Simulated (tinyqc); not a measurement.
What moves the results: Slater-Koster d bands of a bcc metal. A value that a table varies takes the place of the one given here.

Slater-Koster d bands. For a bond with direction cosines (l, m, n) the 5 x 5 block is dds Ps + ddp Pp + ddd (1 - Ps - Pp), the projectors on sigma, pi and delta states about the bond; for instance <xy|xy> = 3 l^2 m^2 dds + (l^2 + m^2 - 4 l^2 m^2) ddp + (n^2 + l^2 m^2) ddd, <xy|yz> = 3 l m^2 n dds + l n (1 - 4 m^2) ddp + l n (m^2 - 1) ddd and <3z2-r2|3z2-r2> = (n^2 - (l^2 + m^2)/2)^2 dds + 3 n^2 (l^2 + m^2) ddp + (3/4)(l^2 + m^2)^2 ddd. H(k) sums the blocks times cos(k.R) over the neighbours; the d level is the zero of energy; k in 2 pi/a.

Neighbours: eight at (a/2)(1,1,1) and equivalents, and six at a(1,0,0) and equivalents with the integrals times f2.

Mesh: k = f1 b1 + f2 b2 + f3 b3 with fractions (j + 1/2)/N, j = 0 to N - 1, and b = (-1,1,1), (1,-1,1), (1,1,-1) for fcc, (0,1,1), (1,0,1), (1,1,0) for bcc, unit vectors for simple cubic. The lowest Nd/10 of all levels are filled with two electrons each; the bond energy is their sum per atom.

Parameters, chosen for this exercise (of the size met in Nb; the results hold for these values, not for the real material): dds = -1.157 eV (dd sigma); ddp = 0.81 eV (dd pi); ddd = -0.185 eV (dd delta); f2 = 0.487 (factor on all three integrals for second neighbours); N = 10 (mesh).

## Band filling: full bands against the rectangular model

W = sqrt(12 mu2) with mu2 the mean square level on the mesh; rectangular model: Fermi level W (Nd/10 - 1/2), bond energy -W Nd (10 - Nd)/20. The Fermi level of the mesh is the highest filled level.

Per atom (eV):
```
Nd  EF, bands  bond energy, bands  EF, rectangle  bond energy, rectangle
1      -3.069              -3.589         -3.137                  -3.529
2      -2.592              -6.379         -2.353                  -6.274
3      -1.963              -8.657         -1.568                  -8.234
4      -1.036             -10.102         -0.784                  -9.410
5       0.784             -10.007          0.000                  -9.803
6       1.405              -8.875          0.784                  -9.410
7       1.721              -7.306          1.568                  -8.234
8       2.004              -5.452          2.353                  -6.274
9       2.716              -3.188          3.137                  -3.529
```

W = 7.842 eV
full width on the mesh = 9.188 eV

The bond energy is deepest at Nd = 4 (-10.102 eV); the rectangle has its minimum at 5. The two differ most at Nd = 7, by 0.928 eV or 9 % of the deepest value: the second moment fixes the parabola, and higher moments the rest. At Nd = 3 and 7 the bands give -8.657 and -7.306 eV, a skew towards less than half filling.

## Which lattice a d-band metal prefers

fcc has twelve neighbours, bcc eight and six (the six times f2), simple cubic six. The integrals of bcc and sc are scaled so that all three have the second moment of fcc, which stands for equal repulsion (structural energy difference theorem). s and p electrons are left out.

Bond energy per atom:
```
Nd  fcc (eV)  bcc - fcc (meV)  sc - fcc (meV)
1     -4.297              247              38
2     -7.416              218             168
3     -9.711              -58             525
4    -10.948             -453             687
5    -11.103             -189             525
6    -10.336              321              75
7     -8.737              492            -449
8     -6.446              294            -803
9     -3.477             -120            -782
```

scale factors: bcc 1.1285, sc 1.4142

mu3/mu2^1.5: fcc -0.267, bcc -0.258, sc 0.000

mu4/mu2^2: fcc 1.843, bcc 1.692, sc 2.164

largest change of a difference when N is raised to 14 = 19 meV

fcc is lowest for Nd = 1, 2 and 6. bcc is lowest for Nd = 3, 4 and 5. sc is lowest for Nd = 7, 8 and 9. bcc gains most on fcc at Nd = 4 (-453 meV). A small fourth moment marks a two-peaked band, which tends to favour fillings near one half; bcc has -8 % against fcc, and at Nd = 5 it lies -189 meV from fcc (differences of a few tens of meV are within the error of the mesh; hcp is left out, and this d-only model can miss the lattice of the real metal). The third moments, from three-membered rings, skew the bands. That simple cubic wins anywhere comes from keeping d bands and equal second moments alone; no transition metal takes it. Differences below about 19 meV are within the error of this mesh, and the s and p electrons left out weigh most where the d band is nearly empty or full.

## What each integral does

Levels at Gamma, E(t2g) = (8/3) dds + (16/9) ddp + (32/9) ddd + f2 (4 ddp + 2 ddd), E(eg) = (16/3) ddp + (8/3) ddd + f2 (3 dds + 3 ddd), and W = sqrt(12 mu2), the width of a rectangular band with the same second moment mu2 = z (dds^2 + 2 ddp^2 + 2 ddd^2)/5, z = 8 + 6 f2^2. Each row changes one parameter from the base and keeps the others.

Results:
```
case              t2g (eV)  eg (eV)  W (eV)
base               -0.9054   1.8660  7.8420
dds = -1.3305 eV   -1.3681   1.6125  8.4414
ddp = 0.6885 eV    -1.3581   1.2180  7.2981
ddd = -0.2127 eV   -1.0309   1.7517  7.8737
f2 = 0.56          -0.6959   1.5721  8.0306
```

The largest shifts from the base row, up to three for each result and ties (the steps differ in size, so this ranks the rows, not the parameters). t2g (eV): dds -0.4627, ddp -0.4527, f2 +0.2095. eg (eV): ddp -0.6480, f2 -0.2939, dds -0.2535. W (eV): dds +0.5994, ddp -0.5439, f2 +0.1886. The ratio of the shifts of t2g and eg names the integral: it is the ratio of the coefficients in the two formulas.

Run: tinyqc, `OMP_NUM_THREADS=1 python tinyqc.py 1450229 1450230 out.jsonl`; Intel(R) Xeon(R) Processor @ 2.30GHz, one thread, shared host; about 0.03 s of CPU time with all checks.
